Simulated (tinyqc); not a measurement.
# Raman shift of the zone-centre optical phonon of a diamond-structure crystal under stress, step by step

A worked calculation. Computed by tinyqc, a small Python program that keeps every step. Command: `OMP_NUM_THREADS=1 python tinyqc.py 3019185 3019186 out.jsonl ramanstress walk`. One thread of a shared host (Intel(R) Xeon(R) Processor @ 2.30GHz), about 0.01 s of CPU time with the checks. Intermediate numbers are printed to about 6 digits and carried at full precision; extremes and crossings named in words are read from the listed rows.

Axes x, y, z are the cube axes. Strain shifts the threefold optical mode and can split it; p, q and r are the phonon deformation potentials.

Inputs (values chosen for the exercise, for a model crystal):
```
quantity                             value      unit
unstrained frequency omega_0           539      1/cm
p/omega_0^2                          -1.31         -
q/omega_0^2                          -2.06         -
r/omega_0^2                          -1.13         -
C11                                    271       GPa
C12                                    130       GPa
C44                                    101       GPa
stress sigma (tension positive)       0.57       GPa
polarisation angle phi                  45    degree
temperature coefficient d omega/dT  -0.023  1/(cm K)
local temperature T                    520         K
laser wavelength                       488        nm
```

Stress state: hydrostatic. Axis: none.

Constants: h = 6.62607015e-34 J s; c = 299792458 m/s; k_B = 1.380649e-23 J/K.

## Compliances

S11 = (C11 + C12)/D, S12 = -C12/D, D = (C11 - C12)(C11 + 2 C12), S44 = 1/C44.

S11 = 5.35588 1/TPa

S12 = -1.73632 1/TPa

S44 = 9.90099 1/TPa

## Stress and strain tensors

Hydrostatic stress: sigma_ij = sigma delta_ij. eps_xx = S11 sigma_xx + S12 (sigma_yy + sigma_zz), and cyclic; eps_xy = S44 sigma_xy/2 (tensor strain).

stress (GPa):
```
      x     y     z
x  0.57  0.00  0.00
y  0.00  0.57  0.00
z  0.00  0.00  0.57
```

strain (per mille):
```
         x        y        z
x  1.07345  0.00000  0.00000
y  0.00000  1.07345  0.00000
z  0.00000  0.00000  1.07345
```

volume strain = 3.22034 per mille

## Secular matrix and shifts

Secular matrix: M_xx = p eps_xx + q (eps_yy + eps_zz), M_xy = 2 r eps_xy; its eigenvalues are omega^2 - omega_0^2, and the shifts are these over 2 omega_0.

M/(2 omega_0) (1/cm):
```
          x         y         z
x  -1.57087   0.00000   0.00000
y   0.00000  -1.57087   0.00000
z   0.00000   0.00000  -1.57087
```

shifts, in rising order (1/cm): -1.57087  -1.57087  -1.57087

The three modes stay degenerate. Tension softens every mode.

## Mean shift and Grueneisen parameter

gamma = -(p + 2q)/(6 omega_0^2); the mean of the three shifts is -gamma omega_0 x (volume strain).

mode Grueneisen parameter gamma = 0.905

mean shift = -1.57087 1/cm

## The line seen from a (001) surface

Backscattering from a (001) surface: incident polarisation (cos phi, sin phi, 0). With Raman tensors (R_z)_xy = (R_z)_yx = 1 and cyclic, only the z component u_z of a mode counts: I = u_z^2 sin^2(2 phi) for parallel and u_z^2 cos^2(2 phi) for crossed polarisers. An unresolved line sits at the intensity-weighted shift, which is M_zz/(2 omega_0).

total intensity, parallel = 1

total intensity, crossed = 0

shift of the observed line = -1.57087 1/cm

shift per stress = -2.75590 1/(cm GPa)

stress per shift = -362.857 MPa cm

The z-polarised mode is an eigenmode here, so one line is seen. Caution: this stress has components normal to the (001) face, so it cannot reach a free (001) surface; it can act on buried material.

## The same stress in different states

Uniaxial: sigma n n^T; biaxial: sigma (1 - n n^T); hydrostatic: sigma 1. The line seen from (001) is taken as unresolved, at the intensity-weighted shift M_zz/(2 omega_0).

Shifts (1/cm):
```
state                    lowest    middle   highest  line seen from (001)
uniaxial [100]         -0.79599  -0.79599   0.02111              -0.79599
uniaxial [110]         -1.24677  -0.79599   0.47189              -0.79599
uniaxial [001]         -0.79599  -0.79599   0.02111               0.02111
uniaxial [111]         -1.66940   0.04927   0.04927              -0.52362
biaxial, normal [001]  -1.59198  -0.77488  -0.77488              -1.59198
biaxial, normal [111]  -1.62013  -1.62013   0.09853              -1.04724
hydrostatic            -1.57087  -1.57087  -1.57087              -1.57087
```

Seen from (001), uniaxial stress along [100] and along [110] give the same shift (-0.796), and equal biaxial stress in the plane gives twice as much (-1.592), since only sigma_xx + sigma_yy and sigma_zz enter M_zz. Stress along [001] gives 0.021. One measured shift therefore fixes the stress only once its state is assumed: read as uniaxial in the plane, a shift implies twice the stress that it does read as biaxial.

## Heating mistaken for stress

A temperature above 300 K shifts the line by (d omega/dT)(T - 300 K); divided by the shift per stress it poses as a stress; the total shift adds it to the shift of the observed line. The anti-Stokes to Stokes ratio is [(omega_L + omega_0)/(omega_L - omega_0)]^3 exp(-h c omega_0/(k_B T)) in photon counts, omega_L = 1/wavelength, resonance effects left out.

thermal shift = -5.06 1/cm

apparent stress from heating = 1.83606 GPa

total shift = -6.63087 1/cm

anti-Stokes/Stokes ratio = 0.263555

Heating poses as tension, 322 % of the true stress in size; the intensity ratio gives T apart from the shift.

Checks made by the program: mean of the eigenvalues against the trace rule (relative difference below 1e-10); weighted mean of the modes against M_zz (relative difference below 1e-10).
